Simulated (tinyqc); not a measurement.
Configuration-coordinate model of a defect: Huang-Rhys factor and luminescence line shape: one step, computed by the program tinyqc.

Ground state E_g(Q) = (1/2) omega_g^2 Q^2; excited state E_e(Q) = E_0 + (1/2) omega_e^2 (Q - dQ)^2 with omega_e = omega_g and E_0 = E_ZPL. Q is mass-weighted; the dipole does not depend on Q (Condon approximation).

Task: Emission lines at zero temperature. From the lowest excited level the line to ground level n lies at E_ZPL - n hbar omega_g with Franck-Condon weight exp(-S) S^n/n!; the emitted intensity carries a further factor E^3. S = S_g; up to eleven lines, of positive energy only, from n = max(0, integer part of S - 5).

Inputs (values chosen for the exercise, for a model defect in a wide-gap host): zero-phonon energy E_ZPL = 2.86 eV; ground-state phonon hbar omega_g = 52.1 meV.

Modes: equal frequencies in both states.

S_g = 6.033997

Give: Lines.

Result:

Lines:

| n | energy (eV) | weight | intensity / largest |
|---|---|---|---|
| 1 | 2.8079 | 0.0145 | 0.114 |
| 2 | 2.7558 | 0.0436 | 0.325 |
| 3 | 2.7037 | 0.0877 | 0.618 |
| 4 | 2.6516 | 0.1323 | 0.879 |
| 5 | 2.5995 | 0.1597 | 1.000 |
| 6 | 2.5474 | 0.1606 | 0.946 |
| 7 | 2.4953 | 0.1384 | 0.767 |
| 8 | 2.4432 | 0.1044 | 0.543 |
| 9 | 2.3911 | 0.0700 | 0.341 |
| 10 | 2.3390 | 0.0422 | 0.193 |
| 11 | 2.2869 | 0.0232 | 0.099 |

The weight peaks at n = 6 and the intensity at n = 5.
